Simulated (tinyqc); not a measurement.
From results back to parameters: two-band massive Dirac model of the K valleys. Five cases, with inputs chosen for the exercise.

Problem. In the valley model H = [[D/2, a t (kx - i ky)], [a t (kx + i ky), -D/2 + lam sz]], sz = +/-1, a t is hbar v. The gaps of the two spins, A and B, are G = D - lam and D + lam, the band-edge mass of A is c (D - lam)/(a t)^2, c = hbar^2/2m0, and its Berry curvature at the edge is 2 (a t)^2/G^2 in size. The values below come from hidden D, lam and t.

Constants: hbar^2/2m0 = 3.80998211 eV angstrom^2.

Find: D, lam, t; |Omega| at the A edge.

Method. The mean of the gaps is D and half their difference lam; a t = sqrt(c G_A/m). The curvature 2 (a t)^2/G^2 equals 2c/(m G).

Case 1.

Values chosen (out of a larger set: near those used for monolayer MoSe2; not measured data): a = 3.316 angstrom (lattice constant).

gaps (eV): A 1.4610, B 1.6190

mass of A = 0.496251 m0

Solution.

D, lam, t (eV): 1.540  0.079  1.010

|Omega| at the A edge = 10.510 angstrom^2

Case 2.

Values chosen (out of a larger set: near those used for monolayer WSe2; not measured data): a = 3.304 angstrom (lattice constant).

gaps (eV): A 1.4570, B 1.9430

mass of A = 0.365206 m0

Solution.

D, lam, t (eV): 1.700  0.243  1.180

|Omega| at the A edge = 14.320 angstrom^2

Case 3.

Values chosen (out of a larger set: near those used for monolayer MoS2; not measured data): a = 3.199 angstrom (lattice constant).

gaps (eV): A 1.5380, B 1.6820

mass of A = 0.425535 m0

Solution.

D, lam, t (eV): 1.610  0.072  1.160

|Omega| at the A edge = 11.643 angstrom^2

Case 4.

Values chosen (out of a larger set: near those used for monolayer WS2; not measured data): a = 3.203 angstrom (lattice constant).

gaps (eV): A 1.7070, B 2.0930

mass of A = 0.328105 m0

Solution.

D, lam, t (eV): 1.900  0.193  1.390

|Omega| at the A edge = 13.605 angstrom^2

Case 5.

Values chosen (out of a larger set: near those used for monolayer MoS2; not measured data): a = 3.195 angstrom (lattice constant).

gaps (eV): A 1.6050, B 1.7350

mass of A = 0.469137 m0

Solution.

D, lam, t (eV): 1.670  0.065  1.130

|Omega| at the A edge = 10.120 angstrom^2

Computed by tinyqc, one run a case: `OMP_NUM_THREADS=1 python tinyqc.py N N+1 out.jsonl` with N = 1450239, 1450244, 1450320, 1450449, 1450471; one thread of a shared Intel(R) Xeon(R) Processor @ 2.30GHz, about 0.01 s a run at most.
